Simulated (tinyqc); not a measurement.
Two coupled magnetic layers: synthetic antiferromagnet, spin flop, exchange bias and magnetoresistance. Changing the antiferromagnetic coupling J1. Computed by tinyqc, a small Python program. Command: `OMP_NUM_THREADS=1 python tinyqc.py 3010539 3010540 out.jsonl saf sweep`. One thread of a shared host (Intel(R) Xeon(R) Processor @ 2.30GHz), about 0.4 s of CPU time with the checks.

Moments lie in the plane at the angles p1, p2 from the field. Energy per area: E = J1 cos(p1 - p2) + J2 cos^2(p1 - p2) - B M_s (t1 cos p1 + t2 cos p2) + K (t1 sin^2 p1 + t2 sin^2 p2).

Inputs (values chosen for the exercise, for a model stack):
```
quantity                         value    unit
saturation magnetisation M_s      1260    kA/m
thickness t1                       4.6      nm
thickness t2                       4.6      nm
biquadratic coupling J2          0.013  mJ/m^2
in-plane anisotropy K              9.2  kJ/m^3
field over the saturation field   0.67       -
```

Field direction: along the easy axis.

Method. The parallel state is stable while the Hessian at p1 = p2 = 0 is positive: with c = J1 + 2 J2 and u = B M_s + 2K, (u t1 - c)(u t2 - c) > c^2, so B_sat M_s = c (1/t1 + 1/t2) - 2K. B_K = 2K/M_s. With p1 = 0, p2 = 180 degrees and c2 = J1 - 2 J2 the Hessian is [[c2 + t1 (2K + b), -c2], [-c2, c2 + t2 (2K - b)]], b = B M_s; its determinant vanishes at the positive root of t1 t2 b^2 - c2 (t1 - t2) b - [2K c2 (t1 + t2) + 4 K^2 t1 t2] = 0.

One run for each value; columns: (1) antiferromagnetic coupling J1 (mJ/m^2); (2) saturation field B_sat (mT); (3) stability limit B_sf of the antiparallel state (mT):
```
(1)      (2)     (3)
0.24   77.18   35.94
0.41  135.85   46.35
0.70  235.91   60.08
1.20  408.45   78.29
2.00  684.50  100.80
```

What does the table show, and why?

Over the rows, saturation field B_sat (mT) rises from 77.2 to 684 (exponent d ln y / d ln x about 1.0 throughout); stability limit B_sf of the antiparallel state (mT) rises from 35.9 to 101 (exponent d ln y / d ln x about 0.49 throughout). The exponent of saturation field B_sat stays between 1.01 and 1.06, near 1: coupling rules over anisotropy. The exponent of stability limit B_sf of the antiparallel state stays between 0.48 and 0.49, near 0.50: the geometric mean of coupling and anisotropy.  Left out: 0.0500, 0.0850, 0.140 (coupling too weak against anisotropy or the biquadratic term).

Extremes, crossings and ranges named in words are read from the listed rows.
